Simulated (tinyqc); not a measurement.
Comparisons within one model: round or elliptic silicon nanowire with anisotropic valleys (Ritz method). A value that a table varies takes the place of the one given here.

Wire along x = [100] on a (001) wafer, y = [010], z = [001]. Valley groups, two valleys each (w = inverse masses): A, axis along z: w_y = 1/mt, w_z = 1/ml, m_x = mt; B, axis along y: w_y = 1/ml, w_z = 1/mt, m_x = mt; C, axis along x: w_y = w_z = 1/mt, m_x = ml.

Hard wall on the ellipse (y/a)^2 + (z/b)^2 = 1, c = hbar^2/2m0. With u = y/a, v = z/b the operator is -c [(w_y/a^2) d2/du2 + (w_z/b^2) d2/dv2] on the unit disc. Basis (1 - u^2 - v^2) u^i v^j; S, X and Y are the disc integrals of f f', (df/du)(df'/du) and (df/dv)(df'/dv), from the integral of u^p v^q = 2 Gamma((p+1)/2) Gamma((q+1)/2)/((p + q + 2) Gamma((p+q+2)/2)) for even p, q; H = c (w_y X/a^2 + w_z Y/b^2).

Converged values use 21 functions of each parity class (e or o in u, then in v).

Constants: hbar^2/2m0 = 3.80998211 eV angstrom^2.

Values chosen for the exercise (near those of a Si nanowire; shifted at random, so the results belong to these values and not to a real crystal):
```
symbol  value                              unit      meaning
ml      0.922                              m0        longitudinal mass
mt      0.193                              m0        transverse mass
a       16                                 angstrom  semi-axis along y
b       17                                 angstrom  semi-axis along z
asp     (0.4, 0.6, 0.8, 1, 1.3, 1.8, 2.5)            ratios a/b
area    8.5                                nm^2      cross-section, kept fixed
hw      2                                            height over mean width
```

## Size of the basis

Lowest level of each group with 1, 3, 6 and 21 even functions.

Levels (meV):
```
functions       A       B       C
1          274.23  253.35  436.26
3          259.47  240.88  420.52
6          259.17  240.70  420.45
21         259.17  240.70  420.45
```

One function errs by 5.8 % for A, 5.3 % for B and 3.8 % for C, six by 0.0021, 0.00093 and 7.2e-05 meV. The error grows with the axis ratio of the stretched ellipse (2.32, 2.06, 1.06); for a circle it is 6/5.783 - 1 = 3.7 %.

## Flattening the wire at fixed area

a = sqrt(area x ratio/pi), b = a/ratio, 1 nm^2 = 100 angstrom^2; lowest level of each group.

Levels (eV):
```
a/b  a (angstrom)  b (angstrom)       A       B       C
0.4          10.4          26.0  0.5080  0.1947  0.5978
0.6          12.7          21.2  0.3615  0.1998  0.4748
0.8          14.7          18.4  0.2908  0.2221  0.4319
1.0          16.4          16.4  0.2508  0.2508  0.4220
1.3          18.8          14.4  0.2181  0.2991  0.4357
1.8          22.1          12.3  0.1965  0.3847  0.4923
2.5          26.0          10.4  0.1947  0.5080  0.5978
```

Each group is lowest where its stretched ellipse is a circle, at a/b = sqrt(w_y/w_z): 2.19 for A, 0.46 for B and 1.00 for C. The lowest group is B in the first row and A in the last, A and B crossing at a/b = 1 by symmetry; B - A is -313 meV in the first row and +313 meV in the last.

## Shape of the cross-section

Equal area, hard walls, lowest level of -c (w_y d2/dy2 + w_z d2/dz2), c = hbar^2/2m0. Rectangle W x H with H/W = hw; ellipse with b/a = hw; trapezoid of height H, base W/0.8 and top 0.6 of the base; isosceles triangle of height H and base 2W. Ellipse, trapezoid and triangle by converged Ritz bases; 1 nm^2 = 100 angstrom^2.

Levels:
```
shape      A (eV)  B (eV)  B - A (meV)
rectangle  0.4824  0.2106       -271.9
ellipse    0.4197  0.1938       -225.9
trapezoid  0.4347  0.2145       -220.2
triangle   0.2960  0.2695        -26.5
```

W = 20.6 angstrom
H = 41.2 angstrom

For group A the order is triangle, ellipse, trapezoid, rectangle, spanning 63 %. For group B the order is ellipse, rectangle, trapezoid, triangle, spanning 39 %. The ellipse lies below the rectangle for both groups, since corners hold little of the wave function. The triangle is lowest for A, whose light mass lies across the width and gains from the wide base. The spacing B - A of the valley groups runs from -272 to -26 meV.

## What each parameter does

Lowest level of groups A and B. Each row changes one parameter from the base and keeps the others.

Results:
```
case             A (eV)  B (eV)  B - A (meV)
base             0.2592  0.2407        -18.5
a = 19 angstrom  0.1970  0.2256         28.6
b = 20 angstrom  0.2459  0.1878        -58.1
ml = 1.033 m0    0.2541  0.2352        -18.9
mt = 0.174 m0    0.2823  0.2614        -20.9
```

The largest shifts from the base row, up to three for each result and ties (the steps differ in size, so this ranks the rows, not the parameters). A (eV): a -0.0622, mt +0.0232, b -0.0133. B (eV): b -0.0529, mt +0.0207, a -0.0151. B - A (meV): a +47.0, b -39.7, mt -2.5.

Computed by tinyqc, a small Python program: `OMP_NUM_THREADS=1 python tinyqc.py 1281892 1281893 out.jsonl` (the numbers bound the seed that draws the inputs); one thread of a shared host (Intel(R) Xeon(R) Processor @ 2.30GHz), about 0.05 s for the whole set of steps.
